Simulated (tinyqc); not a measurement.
# Frequency dispersion of an accumulation capacitance by border traps, distributed model: capacitance and loss against frequency

Traps spread evenly through the insulator exchange electrons with the semiconductor by tunnelling, with tau(x) = t0 exp(2 ka x) at depth x from the interface. The admittance per area Y seen at depth x obeys dY/dx = -Y^2/(i w eps0 eox) + q Nb ln(1 + i w tau)/tau, with Y(0) = i w Cs and w = 2 pi f; the gate sees Y(tox) = G + i w C. Working variable y = Y/(i w), in uF/cm^2. Cox = eps0 eox/tox.

Cox; trap-free value 1/(1/Cox + 1/Cs); response depth d = ln(1/(w t0))/(2 ka), where w tau = 1; lumped estimate: all traps within d act as C_bt = q Nb d placed at d/2, so C = 1/{1/[1/(1/Cs + d/(2 eps0 eox)) + C_bt] + (tox - d/2)/(eps0 eox)}. C and G from a fine integration; dispersion -d C/d log10 f over C, from f times and over 1.1. For a broad spread of time constants G/w is close to -(pi/2) dC/d ln w.

Parameters, values chosen for the exercise; permittivity close to that of hafnium oxide: relative permittivity of the insulator eox = 18.1; insulator thickness tox = 9.4 nm; semiconductor capacitance in accumulation Cs = 6.3 uF/cm^2; density of border traps Nb = 1.1e20 cm^-3 eV^-1; decay constant of the wave function in the insulator ka = 3.7 1/nm; time constant of a trap at the interface t0 = 6e-11 s.

Constants: q = 1.602176634e-19 C, eps0 = 8.8541878128e-14 F/cm where lengths are in cm. Results are converted to the units shown.

The same in every row: trap-free C (uF/cm^2) = 1.342.

Results:
```
f (Hz)  d (nm)  C (uF/cm^2)  G/w (uF/cm^2)  dispersion (% a decade)  -(pi/2) dC/d ln w (uF/cm^2)  lumped C (uF/cm^2)
10       2.621        1.677        0.03529                    3.083                      0.03526               1.616
100      2.310        1.627        0.03282                    2.955                      0.03279               1.579
1000     1.999        1.580        0.03051                    2.827                      0.03048               1.542
10000    1.688        1.537        0.02833                    2.700                      0.02831               1.507
1e6      1.065        1.460        0.02428                    2.437                      0.02428               1.440
1e7     0.7541        1.426        0.02236                    2.299                      0.02237               1.409
```

Estimate the missing row, f = 1e5 Hz.

Computed row:
```
f (Hz)  d (nm)  C (uF/cm^2)  G/w (uF/cm^2)  dispersion (% a decade)  -(pi/2) dC/d ln w (uF/cm^2)  lumped C (uF/cm^2)
1e5      1.376        1.497        0.02626                    2.570                      0.02625               1.473
```

With this row back in the table: C falls from 1.677 to 1.426 uF/cm^2, towards the trap-free 1.342; each decade of frequency removes ln 10/(2 ka) = 0.311 nm from the response depth. The dispersion falls from 3.08 to 2.30 % a decade and G/w falls from 0.0353 to 0.0224 uF/cm^2. G/w stays at 1.00 times -(pi/2) dC/d ln w, the relation for a broad spread of time constants.

tinyqc, about 0.6 s, one thread, Intel Xeon 2.30GHz (shared host): `OMP_NUM_THREADS=1 python tinyqc.py 2202086 2202087 out.jsonl`
